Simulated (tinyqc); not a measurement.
# Worked calculation: undoped gate-all-around wire MOSFET, analytic charge model

Numbers from tinyqc (`OMP_NUM_THREADS=1 python tinyqc.py 2460082 2460083 out.jsonl`; about 0.02 s on one thread of a shared Intel Xeon 2.30GHz). Printed values are rounded.

An undoped round wire of radius R under an insulator shell and a surrounding gate; long channel, electrons only, n = ni exp((psi - V)/Vt) with V the quasi-Fermi potential (0 at the source, Vd at the drain), constant mobility, no quantisation. The radial Poisson equation gives n(r) = n(0)/(1 - (1 - b) r^2/R^2)^2 with b = Q0/(Q + Q0). Q is the electron charge per area of the wire surface.

Parameters, values chosen for the exercise; material values close to those of silicon:
- T = 400 K (temperature)
- Eg = 1.14 eV (band gap)
- eps_r = 11.5 (relative permittivity of the semiconductor)
- Nc = 4.28e19 cm^-3 (conduction-band density of states at T)
- Nv = 4.11e19 cm^-3 (valence-band density of states at T)
- eox = 21.7 (relative permittivity of the gate insulator)
- tox = 12 nm (insulator thickness)
- R = 5 nm (wire radius)
- dphi = 0.12 V (gate work function less that of the intrinsic body)
- mu = 200 cm^2/(V s) (channel mobility)
- L = 0.5 um (gate length)
- Vg = 1.01 V (gate voltage)
- Vd = 1 V (drain voltage)

Constants: q = 1.602176634e-19 C, kB = 1.380649e-23 J/K, Vt = kB T/q, eps0 = 8.8541878128e-14 F/cm where lengths are in cm. Results are converted to the units shown.

Range of the model: In a wire this thin, quantum confinement raises the threshold; it is left out. The surface density at the source passes 0.3 Nc, where Boltzmann statistics fail.

## Constants of the wire

ni = sqrt(Nc Nv) exp(-Eg/(2 Vt)), Eg in volts; Cox = eps0 eox/(R ln(1 + tox/R)); Q0 = 4 eps0 eps_r Vt/R; V0 = dphi + Vt ln[8 eps0 eps_r Vt/(q ni R^2)].

ni = 2.760316e12 cm^-3
Cox = 3.140051 uF/cm^2
Q0 = 280.7821 nC/cm^2
V0 = 0.6283367 V

## Iteration 1: charge at the source by Newton steps in y = ln(Q/Q0)

y at the start = 1

With V = 0 and Q = Q0 exp(y): f = Q/Cox + Vt y + Vt ln(1 + Q/Q0) - (Vg - V0); df/dy = Q/Cox + Vt (1 + Q/(Q + Q0)); y(new) = y - f/(df/dy).

Q = 763.2449 nC/cm^2
f = -0.05885908 V
df/dy = 0.3027361 V
y after iteration 1 = 1.194424

## Iteration 2: charge at the source by Newton steps in y = ln(Q/Q0)

As before.

Q = 927.0455 nC/cm^2
f = 0.005031023 V
df/dy = 0.3561582 V
y after iteration 2 = 1.180298

## Course of the iteration: charge at the source by Newton steps in y = ln(Q/Q0)

Stop when y changes by less than 1e-11, or after 60 iterations.

Course of the iteration:
```
iteration         y  |change|
1          1.194424     0.194
2          1.180298    0.0141
3          1.180213   8.51e-5
4          1.180213   3.06e-9
5          1.180213         0
```

Converged in 5 iterations. At the end the number of correct digits about doubles with each step.

## Drain current and line charge

Qs = 913.9646 nC/cm^2
Qd = 4.546427e-6 nC/cm^2

Q solves Vg - V0 - V = Q/Cox + Vt ln(Q/Q0) + Vt ln(1 + Q/Q0). I = mu (2 pi R/L)[2 Vt (Qs - Qd) + (Qs^2 - Qd^2)/(2 Cox) + Vt Q0 ln((Qd + Q0)/(Qs + Q0))], with Qs at V = 0 and Qd at V = Vd. Electrons per length at the source: 2 pi R Qs/q; surface over centre density: (1 + Qs/Q0)^2.

first term = 0.7917756 uA
second term = 1.671483 uA
third term = -0.1761221 uA
I = 2.287136 uA
electrons per length = 1.792127 1/nm
surface over centre density = 18.10559

The square-law term makes up 73.1 % of the current.
